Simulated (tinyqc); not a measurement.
Worked calculation: domain walls in a thin film with perpendicular anisotropy: Bloch, Neel and chiral walls, motion and stripe domains. Computed by tinyqc, a small Python program that keeps every step. Command: `OMP_NUM_THREADS=1 python tinyqc.py 3020275 3020276 out.jsonl mwall walk`. One thread of a shared host (Intel(R) Xeon(R) Processor @ 2.30GHz), about 0.01 s of CPU time with the checks. Intermediate numbers are printed to about 6 digits and carried at full precision; extremes and crossings named in words are read from the listed rows.

One-dimensional wall: polar angle theta(x), azimuth phi of the moment in the wall (phi = 0 Neel, 90 degrees Bloch). mu_0 = 1.25663706212e-6 T m/A, gamma = 1.76085963023e11 rad/(s T).

Inputs (values chosen for the exercise, for a model film): saturation magnetisation M_s = 738 kA/m; exchange stiffness A = 19 pJ/m; uniaxial anisotropy K_u = 740 kJ/m^3; DMI constant D = 1.2 mJ/m^2; thickness t = 2 nm; damping alpha = 0.12; field mu_0 H_z = 46 mT.

Drive: magnetic field.

## Width and energy of the Bloch wall

K_eff = K_u - mu_0 M_s^2/2; Delta = sqrt(A/K_eff); sigma_0 = 4 sqrt(A K_eff); profile theta = 2 arctan exp(x/Delta); quality factor Q = 2 K_u/(mu_0 M_s^2).

K_eff = 397.790 kJ/m^3

width parameter Delta = 6.91114 nm

sigma_0 = 10.9967 mJ/m^2

quality factor Q = 2.16242

## Bloch or Neel

sigma(phi) = sigma_0 + 2 Delta K_D cos^2(phi) - pi D cos(phi), with the wall shape anisotropy K_D = N_x mu_0 M_s^2/2, N_x = t ln 2/(pi Delta). The minimum has cos(phi) = D/D_N for D < D_N = 4 Delta K_D/pi and phi = 0 beyond; sigma turns negative at D_c = (sigma_0 + 2 Delta K_D)/pi.

K_D = 21.8498 kJ/m^3

D_N = 0.192269 mJ/m^2

azimuth phi = 0 degrees

wall energy sigma = 7.52884 mJ/m^2

D_c = 3.59650 mJ/m^2

A pure chiral Neel wall. D is 0.33 of D_c.

## Walker breakdown

Field drive: steady motion v = gamma Delta B/alpha needs B = (alpha/2) [2 B_D sin(phi) - B_K sin(2 phi)] in size, B_K = 2 K_D/M_s, B_D = pi D/(2 M_s Delta), with phi moving from its rest value; the Walker field B_W is the largest value of |B_D sin(phi) - (B_K/2) sin(2 phi)| times alpha, reached at cos(phi) = [d - sqrt(d^2 + 8)]/4, d = B_D/B_K. Far above B_W/alpha, v = gamma Delta B alpha/(1 + alpha^2); this is used for all B above B_W.

B_K = 59.2137 mT

B_D = 369.568 mT

Walker field B_W = 44.9004 mT

velocity at B_W = 455.348 m/s

velocity at B = 6.62223 m/s

B is above B_W: the wall moment precesses, and the far-field formula is used. Without D, B_W would be alpha B_K/2 = 3.55 mT, so D raises it 12.6 times. Caution: below about 3 B_W/alpha the mean velocity lies above the far-field formula, by a factor of roughly 1 + (B_W/(alpha B))^2/2.

## Stripe domains

Dipolar length l = sigma/(mu_0 M_s^2); for t much smaller than the period the domain width is w = 0.955 t exp(pi l/t) (Kaplan and Gehring), given as log10 of w in nm.

dipolar length l = 11.0003 nm

log10 of the domain width in nm = 7.78532

Domains would exceed a millimetre: any device is a single domain in equilibrium.

## Raising D

The formulas are those given above.

Wall against D; the last column is the Kaplan-Gehring width, log10[0.955 t exp(pi sigma/(mu_0 M_s^2 t))/nm], with a dash where it falls below 10 Delta and the formula fails:
```
D (mJ/m^2)  phi (degrees)  sigma (mJ/m^2)  sigma/sigma_0  log10 domain width
0.038             78.6010         10.9849       0.998927             11.2302
0.096             60.0462         10.9214       0.993153             11.1669
0.150             38.7249         10.8129       0.983284             11.0587
0.720              0.0000          9.0368       0.821771              9.2884
1.400              0.0000          6.9005       0.627506              7.1591
2.200              0.0000          4.3872       0.398959              4.6540
2.900              0.0000          2.1881       0.198980              2.4620
3.200              0.0000          1.2457       0.113275                   -
```

D_N is 5 % of D_c, so a small D fixes the chirality long before it lowers the energy much. Beyond D_N sigma falls by pi per unit of D, and the domain width, which has sigma in an exponent, drops by 8.8 decades over the valid rows (values above 6 mean a single domain in any device).

Checks made by the program: sigma_0 against the integral over the profile (relative difference below 1e-10); B_W against a scan of phi (relative difference below 1e-10).
